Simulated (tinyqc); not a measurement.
Inside a calculation: shallow acceptor in the spherical four-band model. Values are carried at full precision from step to step, so a last printed digit may differ when a step is redone from the rounded ones.

Units Ry* = Ry/(g1 eps^2) and a* = a0 eps g1; mu = (6 g3 + 4 g2)/(5 g1) is the spherical heavy-light coupling and delta = (g3 - g2)/g1 the cubic term, which is left out.

Constants: Ry = 13.60569312 eV; a0 (Bohr radius) = 0.5291772105 angstrom.

Inputs chosen for the exercise (near those of a shallow acceptor in GaAs; shifted at random, so the results belong to these values and not to a real crystal):
```
symbol  value              unit    meaning
g1      6.98                       Luttinger gamma1
g2      2.05                       gamma2
g3      2.95                       gamma3
eps     13.3                       dielectric constant
al      (0.388, 2.33, 14)  1/a*^2  exponents a_i, the same for f and g
Dso     0.35               eV      spin-orbit splitting
```

## Units and couplings

Give Ry*, a*, mu, delta and the spherical masses 1/(g1 (1 -/+ mu)).

Ry* = 11.020 meV
a* = 49.13 angstrom
mu = 0.74212
delta = 0.1289

heavy and light mass (m0): 0.5556  0.0822

A hydrogen model with the heavy mass would bind by Ry*/(1 - mu) = 42.7 meV and with the light mass by 6.3 meV. delta/mu = 0.17: the cubic term is a modest correction.

## Matrices in a small basis

The ground state 1S3/2 has an L = 0 part f(r) and an L = 2 part g(r). In units of Ry* and a*, with Gaussians f_i = exp(-a_i r^2), g_i = r^2 exp(-a_i r^2), A = a_i + a_j and I(n) = Gamma((n + 1)/2)/(2 A^((n + 1)/2)): S_ff = I(2), S_gg = I(6), H_ff = (6 a_i a_j/A) I(2) - 2 I(1), H_gg = (14 a_i a_j/A) I(6) - 2 I(5), H_fg = -mu [15 I(2) - 20 a_j I(4) + 4 a_j^2 I(6)]; each function is then normalised. The split-off band is left out.

Form S and H.

S:
```
        f1      f2      f3      g1      g2      g3
f1  1.0000  0.5852  0.1844       0       0       0
f2  0.5852  1.0000  0.5850       0       0       0
f3  0.1844  0.5850  1.0000       0       0       0
g1       0       0       0  1.0000  0.2865  0.0194
g2       0       0       0  0.2865  1.0000  0.2863
g3       0       0       0  0.0194  0.2863  1.0000
```

H (Ry*):
```
         f1       f2        f3       g1        g2        g3
f1  -0.8240  -1.0094   -1.1608  -1.1152   -0.3195   -0.0216
f2  -1.0094   2.1183    1.6765  -1.9184   -6.6969   -1.9170
f3  -1.1608   1.6765   30.0584  -0.7788  -11.5186  -40.2391
g1  -1.1152  -1.9184   -0.7788   1.6557    0.7655    0.0139
g2  -0.3195  -6.6969  -11.5186   0.7655   13.7118    6.6130
g3  -0.0216  -1.9170  -40.2391   0.0139    6.6130   91.6311
```

## Ground state in the small basis

Solve H u = E S u for the lowest level of the acceptor; the first half of the basis is L = 0 and the second L = 2. Give E, E without the f-g block, and the L = 2 weight u_g S_gg u_g with u S u = 1.

E = -1.980 Ry*
E without coupling = -0.913 Ry*
L = 2 weight = 0.233

Without the coupling the exact value is -1, which this basis, tuned to the compact coupled state, misses by 0.087. The coupling to L = 2 takes the level to 1.98 times that exact value.

## Converged result

Converged values use 22 exponents 2.2^i, i = -7 to 14, for f and for g.
Ground and next level of the same symmetry, L = 2 weight and mean radius.

1S3/2 and 2S3/2 (Ry*): -2.092  -0.618

binding energies (meV): 23.1  6.8

L = 2 weight = 0.253
<r> = 38.5 angstrom

The small basis reaches 95 % of the binding. The ratio 1S/2S is 3.39 (4 for hydrogen). The binding is 0.07 of Dso, so leaving out the split-off band is safe.

## Checks

- Level at mu = 0 against -1 Ry*: both -1.0000.
- Ground level from a second, denser basis, Ry*: both -2.092.

Run: tinyqc, `OMP_NUM_THREADS=1 python tinyqc.py 1251703 1251704 out.jsonl`; Intel(R) Xeon(R) Processor @ 2.30GHz, one thread, shared host; about 0.05 s of CPU time with all checks.
